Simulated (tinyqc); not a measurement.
# Trap density from the capacitance step

Question. A junction with shallow donors Nd and a deep trap has C_HF = eps0 eps_r/W and C_LF = eps0 eps_r (Nd + Nt)/(Nd W + Nt xt), xt = W - lam. Find W, xt and Nt.

Parameters, values chosen for the exercise:
```
symbol,value,unit,meaning
eps_r,15.7,,relative permittivity
Nd,8e15,cm^-3,shallow donor density
```

Constants: eps0 = 8.8541878128e-14 F/cm where lengths are in cm. Results are converted to the units shown.

C_HF = 45.894129 nF/cm^2
C_LF = 48.418982 nF/cm^2
lam = 177.79180 nm

Answer. C_HF gives W. With y = C_LF/C_HF, Nt/Nd = (y - 1)/(1 - y xt/W).

W = 302.9 nm
xt = 125.1 nm
Nt = 7.800e14 cm^-3

Program tinyqc, `OMP_NUM_THREADS=1 python tinyqc.py 2050145 2050146 out.jsonl`; Intel Xeon 2.30GHz, shared host, one thread, about 0.01 s.
